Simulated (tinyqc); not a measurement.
Fermi-Dirac statistics of conduction electrons, step by step. Values are carried at full precision from step to step, so a last printed digit may differ when a step is redone from the rounded ones.

Constants: hbar^2/2m0 = 3.80998211 eV angstrom^2; kB = 8.617333262e-05 eV/K; e^2/(4 pi eps0) = 14.39964547 eV angstrom.

Inputs chosen for the exercise (near those of GaN, lowest valleys alone; not measured data):
- m = 0.208 m0 (density-of-states mass of the conduction band)
- T = 300 K
- n = 3.1e+18 1/cm^3 (electron density)
- eps = 8.98 (static dielectric constant)
- alpha = 0.18 1/eV (non-parabolicity)

## Reduced density

N = 2 (m kB T/(4 pi c))^(3/2) with c = hbar^2/2m0, in 1/angstrom^3; times 1e24 for 1/cm^3; u = n/Nc.

kT = 0.025852 eV
Nc = 2.3805e+18 1/cm^3
u = n/Nc = 1.30225

## Reduced Fermi level by five rules

F_j(eta) = (1/Gamma(j + 1)) integral_0^infinity x^j dx/(1 + exp(x - eta)), which tends to exp(eta) for eta << 0.

With u = n/Nc: Boltzmann eta = ln u; Joyce-Dixon eta = ln u + u/sqrt(8) - 4.95009e-3 u^2 + 1.48386e-4 u^3 - 4.42563e-6 u^4; Nilsson eta = ln u/(1 - u^2) + v/(1 + (0.24 + 1.08 v)^-2) with v = (3 sqrt(pi) u/4)^(2/3); fully degenerate limit eta = v; exact: F_1/2(eta) = u.

Find eta = (EF - Ec)/kT by each rule.

eta: Boltzmann 0.264, Joyce-Dixon 0.716, Nilsson 0.721, degenerate 1.442, exact 0.716

Against the exact value the errors are Boltzmann -0.452, Joyce-Dixon 0.000, Nilsson +0.005, degenerate limit +0.725 (in kT).

## Exact eta by Newton steps

Solve ln F_1/2(eta) = ln u from the Boltzmann value; dF_1/2/d eta = F_-1/2, so the step is -ln(F_1/2/u) F_1/2/F_-1/2. Stop below 1e-9.

Newton steps:
```
step       eta     F_1/2    F_-1/2  step taken
1     0.264094  0.938498  0.709133       0.434
2     0.697613   1.28537  0.893243      0.0188
3     0.716394   1.30222  0.901470    3.63e-05
4     0.716430   1.30225  0.901486    1.36e-10
```

Converged in 4 steps.

## Mean energy, Einstein relation and screening

eta = 0.71643

Mean kinetic energy <E> = (3/2) kT F_3/2/F_1/2; D/mu = (kT/e) F_1/2/F_-1/2; dn/dEF = (Nc/kT) F_-1/2; screening length L = (4 pi (e^2/(4 pi eps0)) (dn/dEF)/eps)^(-1/2), with dn/dEF in 1/(angstrom^3 eV) (1/cm^3 = 1e-24/angstrom^3).

F_-1/2, F_1/2, F_3/2: [0.9015, 1.302, 1.595]

<E> = 47.50 meV
D/mu = 37.34 mV
dn/dEF = 8.301e+19 1/(cm^3 eV)
L = 24.45 angstrom

EF lies within 2 kT of the edge. D/mu is 1.445 times kT/e and <E> is 1.225 times (3/2) kT; the Debye formula, with n/kT in place of dn/dEF, would give L = 20.34 angstrom.

## Fermi level in the non-parabolic band

Non-parabolic band E (1 + alpha E) = c k^2/m: n = Nc (2/sqrt(pi)) integral_0^infinity sqrt(x (1 + a x)) (1 + 2 a x) dx/(1 + exp(x - eta)) with a = alpha kT and eta = (EF - Ec)/kT; a = 0 gives n = Nc F_1/2(eta).

Solve for eta at the same n.

a = 0.00465
eta = 0.686
EF - Ec = 17.73 meV

The extra states lower EF by 0.79 meV against the parabolic band.

## Checks

- Non-parabolic integral at a = 0 against F_1/2(2): both 2.823721.
- F_1/2(40) against the Sommerfeld form (4/(3 sqrt(pi))) eta^(3/2) (1 + pi^2/(8 eta^2)): both 190.45.

tinyqc: `OMP_NUM_THREADS=1 python tinyqc.py 1650685 1650686 out.jsonl`; about 0.01 s, one thread, shared Intel(R) Xeon(R) Processor @ 2.30GHz.
